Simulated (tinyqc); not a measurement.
CIS on RHF in the sto-3g basis, for H3-, spin multiplicity 1, step by step. The basis has no diffuse functions, so it cannot describe the extra electron: this is an exercise in the method, not the real anion. One step of it, computed by the program tinyqc.

Question. CIS matrix, triplets. A(ia,jb) = (e_a - e_i) d_ij d_ab - (ij|ab).

orbital energies (hartree): [-0.218588, 0.244405, 1.513951]

Two-electron integrals over orbitals (pq|rs), unique and non-zero (hartree):
```
(11|11) 0.595923    (21|21) 0.162951    (22|11) 0.536744    (22|22) 0.573160
(31|11) 0.086987    (31|22) -0.021413   (31|31) 0.128990    (32|21) -0.134288
(32|32) 0.136493    (33|11) 0.627095    (33|22) 0.564867    (33|31) 0.105871
(33|33) 0.704405
```

Give: CIS matrix A, triplet.

Answer.

CIS matrix A, triplet (hartree), order 1>3, 2>3:
```
[[1.1054, 0.0000],
 [0.0000, 0.7047]]
```
